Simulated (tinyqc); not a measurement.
# Worked calculation: single-photon avalanche diode, trigger probability and counting

Program tinyqc, `OMP_NUM_THREADS=1 python tinyqc.py 2630114 2630115 out.jsonl`; Intel Xeon 2.30GHz, shared host, one thread, about 0.01 s. Printed values are rounded.

A multiplication layer of width W with the uniform field V/W; alpha = an exp(-bn/E) for electrons, beta = ap exp(-bp/E) for holes (local model, no dead space). a = alpha W, b = beta W. Electrons enter at x = 0, holes at x = W. P0 is the probability that an electron entering at 0 starts a lasting avalanche, PW the same for a hole entering at W.

Values chosen for this exercise; ionisation coefficients close to those of indium phosphide:
- an = 1.13e7 1/cm (electron prefactor)
- bn = 3.12 MV/cm (electron field)
- ap = 4.75e6 1/cm (hole prefactor)
- bp = 2.49 MV/cm (hole field)
- W = 0.3 um (width of the multiplication layer)
- Vx = 0.98 V (excess bias)
- eta = 0.27 (probability that a photon makes a pair that enters the layer)
- Gd = 7900 1/s (thermal generation rate in the layer)
- td = 5 ns (dead time)
- Cd = 13 fF (diode capacitance)
- Rq = 500 kohm (quench resistance)
- pa = 1e-7 (trapping probability per avalanche carrier)
- tt = 6.8 ns (trap release time)
- nph = 3e5 1/s (photon rate)

Constants: q = 1.602176634e-19 C. Results are converted to the units shown.

## Ionisation integrals at and above breakdown

breakdown voltage VB = 15.59013 V

Breakdown: ln(a/b) = a - b with a not equal to b. VB is given; V = VB + Vx.

E at VB = 0.5196712 MV/cm
a at VB = 0.8371127
b at VB = 1.182760
E at V = 0.5523378 MV/cm
a = 1.193969
b = 1.570245

At VB, ln(a/b) = -0.3456 equals a - b.

## Iteration 1: trigger probability by substitution

P0 at the start = 0.9

PW = P0 exp(b - a)/(1 - P0 + P0 exp(b - a)); P0(new) = 1 - (1 - PW)^(a/b).

PW = 0.9291365
P0 after iteration 1 = 0.8663730

## Iteration 2: trigger probability by substitution

As before.

PW = 0.9042650
P0 after iteration 2 = 0.8320287

## Course of the iteration: trigger probability by substitution

Stop when P0 changes by less than 1e-9, or after 400 iterations. The rule counts as met only at a root strictly between 0 and 1.

Course of the iteration:
```
iteration         P0  |change|
1          0.8663730    0.0336
2          0.8320287    0.0343
3          0.7983936    0.0336
4          0.7663985    0.0320
5          0.7365650    0.0298
6          0.7091200    0.0274
7          0.6840975    0.0250
8          0.6614149    0.0227
9          0.6409262    0.0205
...              ...       ...
202        0.4423822   1.89e-9
203        0.4423822   1.74e-9
204        0.4423822   1.61e-9
205        0.4423822   1.48e-9
206        0.4423822   1.36e-9
207        0.4423822   1.26e-9
208        0.4423822   1.16e-9
209        0.4423822   1.07e-9
210        0.4423822  9.84e-10
```

Converged in 210 iterations. At the end each change is about 0.92 times the one before: linear convergence.

## Detection, dark counts, afterpulses and dead-time loss

P0 = 0.4423822
Pm = 0.4891931

Pm is the mean trigger probability of pairs made evenly in the layer. PDP = eta P0; dark counts Gd Pm; avalanche charge Cd Vx/q; afterpulse probability pa (Cd Vx/q) exp(-td/tt) Pm; true rate n = nph PDP + dark counts; measured n/(1 + n td) (non-paralysable) or n exp(-n td) (paralysable); recharge time Rq Cd.

PDP = 0.1194432
dark counts = 3864.625 1/s
avalanche charge = 79516.83 electrons
afterpulse probability = 0.1864684 %
true rate = 39697.58 1/s
measured, non-paralysable = 39689.71 1/s
measured, paralysable = 39689.71 1/s
recharge time = 6.5 ns

Dead time hides 0.020 % of the events in the first model and 0.020 % in the second.
